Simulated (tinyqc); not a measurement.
Inside a calculation. Model: leakage through a gate insulator: direct, Fowler-Nordheim, trap-assisted and Poole-Frenkel currents. Computed by tinyqc, a small Python program that keeps every step. Command: `OMP_NUM_THREADS=1 python tinyqc.py 3002478 3002479 out.jsonl oxideleak walk`. One thread of a shared host (Intel(R) Xeon(R) Processor @ 2.30GHz), about 0.01 s of CPU time with the checks. Intermediate numbers are printed to about 6 digits and carried at full precision; extremes and crossings named in words are read from the listed rows.

Electrons enter from the cathode Fermi level at x = 0; the conduction band of the insulator lies phi_b - e F x above it, F = V/t. WKB exponents use a parabolic band with mass m.

Inputs (values chosen for the exercise, with an insulator like Al2O3):
```
quantity                          value   unit
thickness t                         2.1     nm
barrier phi_b                      2.31     eV
tunnelling mass m                  0.34    m_0
static constant eps_ox             9.34      -
optical constant eps_opt           3.21      -
voltage across the insulator V     0.65      V
trap depth phi_t                      1     eV
trap density N_t                3.6e+17  cm^-3
attempt rate nu_0                 3e+12    1/s
activation of capture E_a          0.32     eV
temperature T                       300      K
```

Constants: hbar^2/(2 m_0) = 3.80998212 eV angstrom^2; e = 1.602176634e-19 C; hbar = 1.054571817e-34 J s; k_B = 8.617333262e-05 eV/K; eps_0 = 8.8541878128e-12 F/m.

## Field and tunnelling without traps

For a level a distance phi(x) below the band, the WKB exponent is 2 int kappa dx with kappa = sqrt(m phi/(hbar^2/2m_0)); for a linear barrier from phi_1 down to phi_2 = max(phi_1 - e F d, 0) it is G = (4/3) sqrt(m/(hbar^2/2m_0)) (phi_1^(3/2) - phi_2^(3/2))/(e F). J_tun = e^3 F^2/(16 pi^2 hbar m phi_b) x exp(-G) / [1 - sqrt(phi_2/phi_b)]^2 with the free-electron mass in the cathode (m in m_0), phi_2 = max(phi_b - e V, 0): direct tunnelling for e V < phi_b, Fowler-Nordheim above. Image forces, back-flow and the limit on supply are left out, so J_tun is overstated below about 0.5 V. Equivalent oxide thickness = 3.9 t/eps_ox.

field F = 3.09524 MV/cm

equivalent oxide thickness = 0.876874 nm

WKB exponent G = 17.6571

tunnelling current J_tun = 17.3981 A/cm^2

The barrier is a trapezoid: direct tunnelling.

## One trap at several depths

A trap at depth x lies phi_t below the band. Capture: tunnel at the cathode Fermi level from 0 to x (G_in from phi_1 = phi_b), rate nu_0 exp(-G_in - E_c/k_B T) with E_c = E_a + max(phi_b - phi_t - e F x, 0), the last term being the height of the trap above the cathode Fermi level. Emission: tunnel from the trap level to the anode (G_out from phi_1 = phi_t over t - x), rate nu_0 exp(-G_out - E_a/k_B T). Re-emission to the cathode follows from detailed balance, rate_back = rate_in exp(dE/k_B T) with dE = phi_b - phi_t - e F x. Each trap passes R = rate_in rate_out/(rate_in + rate_back + rate_out) electrons per second; filling from the anode is left out. Depths: t times 0.08, 0.2, 0.32, 0.44, 0.56, 0.68, 0.8 and 0.92, rounded to 0.01 nm.

Rates:
```
x (nm)     G_in    G_out  E_c (eV)  rate in (1/s)  rate back (1/s)  rate out (1/s)      R (1/s)
0.17     1.5349  9.58086   1.57738    2.04974e-15      2.72126e+06     8.71856e+02  6.56501e-19
0.42     3.7597  8.58893   1.50000    4.42002e-15      2.94138e+05     2.35090e+03  3.50469e-17
0.67     5.9453  7.51345   1.42262    9.91171e-15      3.30623e+04     6.89141e+03  1.70962e-15
0.92     8.0911  6.36047   1.34524    2.31304e-14      3.86745e+03     2.18293e+04  1.96492e-14
1.18    10.2797  5.08442   1.26476    5.82980e-14      4.33466e+02     7.82028e+04  5.79766e-14
1.43    12.3418  3.78764   1.18738    1.47923e-13      5.51309e+01     2.86026e+05  1.47895e-13
1.68    14.3616  2.42591   1.11000    3.91551e-13      7.31483e+00     1.11634e+06  3.91548e-13
1.93    16.3382  1.00220   1.03262    1.08218e-12      1.01338e+00     4.63562e+06  1.08218e-12
```

The most effective of these traps sits at 1.93 nm, 92 % of the way; where rate back exceeds rate out, re-emission drains the trap, and elsewhere the slower forward step limits R.

## Trap-assisted current

J_TAT = e N_t int_0^t R dx by the midpoint rule on 400 intervals; the most effective depth is the midpoint with the largest R, rounded to 0.01 nm.

trap-assisted current J_TAT = 3.09021e-21 A/cm^2

most effective depth = 2.1 nm

Caution: a current below about 1e-15 A/cm^2 is not measurable.

## Poole-Frenkel bound

Poole-Frenkel emission over the lowered barrier of a charged trap: lowering sqrt(e F/(pi eps_opt eps_0)); J_PF = e N_t^(2/3) nu_0 exp(-(phi_t - lowering)/k_B T), one sheet of traps emitting with supply unlimited (an upper bound).

barrier lowering = 0.745247 eV

Poole-Frenkel bound J_PF = 12.7755 A/cm^2

Caution: the film is too thin for the Poole-Frenkel picture (the lowering is a large part of the whole drop, or the traps are further apart than the film is thick), so J_PF is only nominal.

## Total without and with traps

J = J_tun + J_TAT (the Poole-Frenkel bound is not added); the ratio J/J_tun is the excess that stress-made traps add.

total current J = 17.3981 A/cm^2

J/J_tun = 1

## Against voltage

The formulas are those given above.

Currents:
```
V (V)  F (MV/cm)  J_tun (A/cm^2)  J_TAT (A/cm^2)  best depth (nm)
0.25      1.1905           7.939     5.43746e-26             0.88
0.51      2.4286          13.153     2.74634e-23             2.10
0.77      3.6667          22.217     2.63799e-19             2.10
1.02      4.8571          37.555     4.26031e-15             2.10
1.28      6.0952          66.474     1.31876e-10             2.10
1.54      7.3333         121.232     1.65021e-08             1.79
1.80      8.5714         228.972     1.29748e-07             1.53
2.05      9.7619         436.996     5.47770e-07             1.34
2.31     11.0000         715.336     1.75538e-06             1.19
```

Tunnelling without traps rules in every row. Over the range J_tun grows by 2.0 decades and J_TAT by 19.5. The highest rows may lie beyond breakdown. Below about 0.5 V the formula for J_tun, which has no back-flow, overstates the current.

## Against thickness at fixed field

The formulas are those given above.

Currents:
```
t (nm)    V (V)  J_tun (A/cm^2)  J_TAT (A/cm^2)
1.2     0.37143     7.75906e+04     9.40062e-23
1.6     0.49524     1.60172e+03     4.23990e-22
2.2     0.68095     7.30481e+00     4.68314e-21
3.0     0.92857     1.03809e-02     1.68838e-19
4.0     1.23810     7.04918e-06     3.05478e-17
5.5     1.70238     8.40942e-10     2.31954e-16
7.5     2.32143     4.49832e-13     2.32157e-16
10.0    3.09524     4.49832e-13     2.32177e-16
```

Between the first rows J_tun falls by 4.21 decades per nm. From t = phi_b/(e F) = 7.46 nm it stops changing, since a triangular barrier does not feel the thickness. J_TAT stays below J_tun at all these thicknesses. Below about 0.5 V the formula for J_tun, which has no back-flow, overstates the current.

Checks made by the program: the WKB exponent by quadrature (relative difference below 1e-10); the integral with twice the points (relative difference 2e-05).
